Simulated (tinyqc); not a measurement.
Interface roughness in a thin film (subband fluctuation and scattering): sweeps and comparisons. A value that a table varies takes the place of the one given here.

Square well of width t, barriers V0, c = hbar^2/2m0: E1 solves k t + 2 atan[(k/mz)/(kappa/mb)] = pi, k = sqrt(mz E/c), kappa = sqrt(mb (V0 - E)/c). One interface is rough, so the subband edge fluctuates by G dt with G = |dE1/dt| (central difference of 0.01 angstrom; 2 E1/t for hard walls).

Gaussian roughness spectrum S(q) = pi D^2 Lc^2 exp(-q^2 Lc^2/4). Degenerate gas, taken to fill one subband (the second starts to fill once c kF^2/md exceeds E2 - E1, which is not tested here): kF = sqrt(2 pi Ns/gv), q = 2 kF sin(theta/2), 1/tau = (md/(2 pi c hbar)) G^2 times the integral from 0 to pi of S(q)(1 - cos theta)/eps(q)^2 dtheta, eps(q) = 1 + qs/q with screening (qs = gv md q0/(c eps), q0 = e^2/(4 pi eps0), form factors left out, which overstates the screening; other scattering is left out too, so these values lie far above measured mobilities in all but the thinnest films) or 1 without; mobility = tau c2/md with c2 = e/m0 = 1.75882e15 cm^2/(V s^2); 1e12/cm^2 = 1e-4/angstrom^2.

Constants: hbar^2/2m0 = 3.80998211 eV angstrom^2; hbar = 6.58211957e-16 eV s; e^2/(4 pi eps0) = 14.39964547 eV angstrom.

Parameters, chosen for this exercise (near those of a thin GaN channel; not measured data): mz = 0.197 m0 (confinement mass); V0 = 1.87 eV (barrier); mb = 0.31 m0 (barrier mass); md = 0.199 m0 (mass in the plane); gv = 1 (valleys); D = 1.4 angstrom (rms height of the roughness); Lc = 40 angstrom (correlation length); Ns = 0.93 x 1e12/cm^2 (sheet density); eps = 10 (mean dielectric constant at the channel); ts = (22, 28, 34, 40, 50, 64, 84) angstrom (thicknesses); t = 40 angstrom (film thickness); Ll = (5, 10, 16, 25, 40, 65, 100) angstrom (correlation lengths).

## The sixth-power law

Screened mobility against thickness for the finite barrier and for hard walls.

Results:
```
t (angstrom),E1 (meV),G (meV/angstrom),mobility (cm^2/(V s)),"the same, hard walls"
22,211.3,14.066,1.92e+03,296
28,146.8,8.147,5.73e+03,1.26e+03
34,107.9,5.133,1.44e+04,4.03e+03
40,82.6,3.440,3.21e+04,1.07e+04
50,56.6,1.951,9.99e+04,4.08e+04
64,36.8,1.020,3.65e+05,1.79e+05
84,22.5,0.489,1.59e+06,9.16e+05
```

What does this show, and why?

With hard walls G goes as 1/t^3 and the mobility as t^6. With the finite barrier the local exponent is 4.53 at the thin end and 5.40 at the thick end, since the envelope leaks out and softens the dependence. The least value is 1.92e+03 cm^2/(V s). The gate field, which also presses carriers to the interface, is left out. Up to t = 34 angstrom G D exceeds half of EF - E1, where the Born rate fails.

## Correlation length

Fixed D; bare and screened mobility.

Results:
```
Lc (angstrom),kF Lc,bare mobility (cm^2/(V s)),screened mobility (cm^2/(V s))
5,0.12,1.24e+05,9.92e+05
10,0.24,3.19e+04,2.57e+05
16,0.39,1.34e+04,1.08e+05
25,0.60,6.41e+03,5.26e+04
40,0.97,3.74e+03,3.21e+04
65,1.57,3.68e+03,3.71e+04
100,2.42,6.32e+03,1.02e+05
```

How do the results move?

The bare mobility is lowest at Lc = 65 angstrom of those listed (kF Lc = 1.57). The screened mobility is lowest at Lc = 40 angstrom of those listed (kF Lc = 0.97). Short roughness averages out (mobility as 1/Lc^2; the first two rows give exponent -1.95), and long roughness deflects only by small angles (bare mobility rising as Lc; the last two rows give 1.26).

## What each parameter does

G, G D, and the screened mobility. Each row changes one parameter from the base and keeps the others.

Results:
```
case,G (meV/angstrom),G D (meV),mobility (cm^2/(V s))
base,3.440,4.82,3.213e+04
t = 36 angstrom,4.465,6.25,1.907e+04
D = 1.82 angstrom,3.440,6.26,1.901e+04
Lc = 48 angstrom,3.440,4.82,3.049e+04
Ns = 1.49 x 1e12/cm^2,3.440,4.82,3.662e+04
mz = 0.227 m0,3.186,4.46,3.745e+04
md = 0.229 m0,3.440,4.82,2.921e+04
V0 = 1.31 eV,3.124,4.37,3.895e+04
eps = 12,3.440,4.82,2.559e+04
```

What can be read from the table?

The largest shifts from the base row, up to three for each result and ties (the steps differ in size, so this ranks the rows, not the parameters). G (meV/angstrom): t +1.025, V0 -0.316, mz -0.254; unchanged at the printed digits by D, Lc, Ns, md and eps. G D (meV): D +1.44, t +1.43, V0 -0.44; unchanged at the printed digits by Lc, Ns, md and eps. mobility (cm^2/(V s)): D -1.31e+04, t -1.31e+04, V0 +6.82e+03. In the base case G D is 0.43 times EF - E1 = 11.2 meV.

(tinyqc, `OMP_NUM_THREADS=1 python tinyqc.py 1280382 1280383 out.jsonl`, Intel(R) Xeon(R) Processor @ 2.30GHz, 1 thread, shared host, about 0.01 s.)
